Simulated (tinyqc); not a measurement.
# Square on-chip spiral inductor, lumped pi model: effects of single changes

Outer diameter do = di + 2 n wd + 2 (n - 1) sp, mean da = (do + di)/2, fill p = (do - di)/(do + di), length l = 4 n da. L = 2.34 mu0 n^2 da/(1 + 2.75 p), mu0 = 4 pi 1e-7 H/m. Rs = rho l/(wd delta (1 - exp(-th/delta))), delta = sqrt(rho/(pi f mu0)). Cs = n wd^2 eps0 eo/hu across the coil. At each end Cox = l wd eps0 eo/(2 ho) leads to the substrate branch Rsi = 2 rs he/(l wd) in parallel with Csi = l wd eps0 11.7/(2 he). With one end grounded Y = 1/(Rs + i w L) + i w Cs + 1/[1/(i w Cox) + 1/(1/Rsi + i w Csi)], w = 2 pi f; Q = -Im Y/Re Y. Eddy currents in neighbouring turns and in the substrate are left out.

Parameters, values chosen for the exercise; values of the order met in silicon radio-frequency processes:
- n = 2.5 (number of turns)
- wd = 4 um (line width)
- sp = 3 um (space between turns)
- di = 80 um (inner diameter)
- th = 3 um (metal thickness)
- rho = 2.2 uohm cm (metal resistivity)
- ho = 7.4 um (oxide below the coil)
- hu = 0.8 um (oxide between coil and underpass)
- eo = 3 (relative permittivity of the oxide)
- rs = 20 ohm cm (substrate resistivity)
- he = 50 um (effective spreading depth in the substrate)
- f = 6.1 GHz (frequency)

Constants: eps0 = 8.8541878128e-12 F/m. Results are converted to the units shown.

Each table varies one quantity; the others keep the values above.

## Quality factor against frequency

Apparent inductance Im(1/Y)/w; share of the loss Re(substrate branch)/Re Y.

Results:

| f (GHz) | Rs (ohm) | w L/Rs | Q | apparent inductance (nH) | loss in the substrate (%) |
|---|---|---|---|---|---|
| 1.2 | 3.210 | 2.869 | 2.867 | 1.222 | 0.03469 |
| 2 | 3.732 | 4.112 | 4.100 | 1.223 | 0.1704 |
| 3.3 | 4.441 | 5.702 | 5.648 | 1.224 | 0.6511 |
| 8.8 | 6.685 | 10.10 | 9.490 | 1.239 | 4.534 |
| 14 | 8.310 | 12.93 | 11.29 | 1.267 | 9.261 |
| 23 | 10.58 | 16.68 | 12.30 | 1.352 | 18.11 |
| 38 | 13.58 | 21.48 | 10.67 | 1.657 | 32.17 |
| 63 | 17.48 | 27.66 | 3.680 | 4.248 | 50.38 |

Estimate the missing row, f = 5.4 GHz.

Computed row:

| f (GHz) | Rs (ohm) | w L/Rs | Q | apparent inductance (nH) | loss in the substrate (%) |
|---|---|---|---|---|---|
| 5.4 | 5.398 | 7.677 | 7.480 | 1.229 | 1.897 |

With this row back in the table: Q goes from 2.87 through a maximum of 12.3 (at f = 23 GHz among the rows listed) to 3.68; the exact peak is 12.3 at 23.4 GHz and Q reaches zero at the self-resonance, 73.7 GHz. The share of the substrate rises from 0.0347 to 50.4 %, and the apparent inductance ends at 3.48 times L. At the peak the substrate takes 18.5 % of the loss. For f = 38, 63 the coil is longer than 0.15 of a wavelength in the oxide, where one lumped section is rough.

## Effect of the oxide below the coil

Same model as above.

Peak Q and its frequency from a search over f; self-resonance where Im Y = 0; Q at the given f (negative beyond resonance).

The same in every row: L (nH) = 1.221; do (um) = 109.0.

Results:

| ho (um) | peak Q | f of the peak (GHz) | self-resonance (GHz) | Q at f |
|---|---|---|---|---|
| 1 | 10.19 | 17.28 | 64.59 | 7.671 |
| 2 | 10.57 | 18.33 | 66.24 | 7.739 |
| 3 | 10.93 | 19.35 | 67.79 | 7.799 |
| 7 | 12.19 | 23.02 | 73.19 | 7.961 |
| 10 | 12.97 | 25.42 | 76.57 | 8.029 |
| 15 | 14.03 | 28.81 | 81.27 | 8.094 |

Estimate the missing row, ho = 5 um.

Computed row:

| ho (um) | peak Q | f of the peak (GHz) | self-resonance (GHz) | Q at f |
|---|---|---|---|---|
| 5 | 11.60 | 21.26 | 70.63 | 7.893 |

With this row back in the table: As ho goes from 1 to 15, L stays at 1.22 nH, the peak Q rises from 10.2 to 14.0, its frequency rises from 17.3 to 28.8 GHz and the self-resonance rises from 64.6 to 81.3 GHz.

tinyqc, about 0.01 s, one thread, Intel Xeon 2.30GHz (shared host): `OMP_NUM_THREADS=1 python tinyqc.py 2302023 2302024 out.jsonl`
